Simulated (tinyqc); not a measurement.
From time to the target back to pump speed S: gas flow in a process chamber: flow regimes, conductance, effective pumping speed, pump-down, outgassing and purge. Computed by tinyqc, a small Python program. Command: `OMP_NUM_THREADS=1 python tinyqc.py 3121097 3121098 out.jsonl pump inv`. One thread of a shared host (Intel(R) Xeon(R) Processor @ 2.30GHz), about 0.01 s of CPU time with the checks.

Ideal gas, isothermal flow, a pump of constant speed at the end of a round pipe; process gas, volume gas and outgassing are given the same properties. 1 sccm = 101325 Pa x 1e-6 m^3/60 s x T/273.15 K.

Inputs (values chosen for the exercise, modelled on hydrogen near room temperature):
```
quantity                     value            unit
molar mass M                 2.016           g/mol
molecular diameter            0.27              nm
temperature T                  350               K
chamber volume V                22               L
wall area                     0.58             m^2
pipe diameter d                 16              cm
pipe length l                   12              cm
outgassing rate after 1 h  1.2e-05  Pa m^3/(s m^2)
outgassing exponent n         0.85               -
target base pressure         2e-05              Pa
```

Constants: k_B = 1.380649e-23 J/K; u = 1.6605390666e-27 kg.

Method:
- Mean speed c = sqrt(8 k_B T/(pi m)); aperture conductance C_a = c pi d^2/16; molecular pipe C_m = C_a/(1 + 3 l/(4 d)) (Dushman form); viscous pipe C_v = pi d^4 p_mean/(128 eta l); Knudsen interpolation C = C_v + C_m (1 + x)/(1 + 1.24 x), x = d p_mean sqrt(m/(k_B T))/eta.
- Effective speed 1/S_eff = 1/S + 1/C_m; time constant V/S_eff; pressure at which the free path k_B T/(sqrt2 pi d_m^2 p) equals d.
- From the outgassing limit: t = 1 h x (q_1 A/(S_eff p_target))^(1/n) - 10 s; monolayer time at the target = 1e19 m^-2 x 4 k_B T/(p c) for unit sticking.

Task: A run gave the result below. Find the pump speed S, known to lie between 690 and 1100 L/s.

time to the target = 0.4106471 h

Result:

Each step takes the trial c = (a f_b - b f_a)/(f_b - f_a), f being the result less the target and a, b, c the logarithms of the listed values; c replaces end b, the old b replaces a if the sign of f changed, and otherwise f_a is halved.

Scan of the range:
```
pump speed S (L/s)  time to the target (h)
690                               0.503575
746                               0.463600
806                               0.427380
871                               0.394177
942                               0.363517
1020                              0.335100
1100                              0.310432
```

False position (Illinois rule, in the logarithm of the input) inside the bracket:
```
step    end a    end b    trial  time to the target (h)
1     806.000  871.000  838.128                0.410275
2     806.000  838.128  836.735                0.410987
3     838.128  836.735  837.400                0.410647
4     836.735  837.400  837.400                0.410647
```

Time to the target falls at every point of a 13-point scan of the range (every second point is shown), so one value fits; it is bracketed by 806 and 871. Answer: pump speed S = 837.4 L/s.
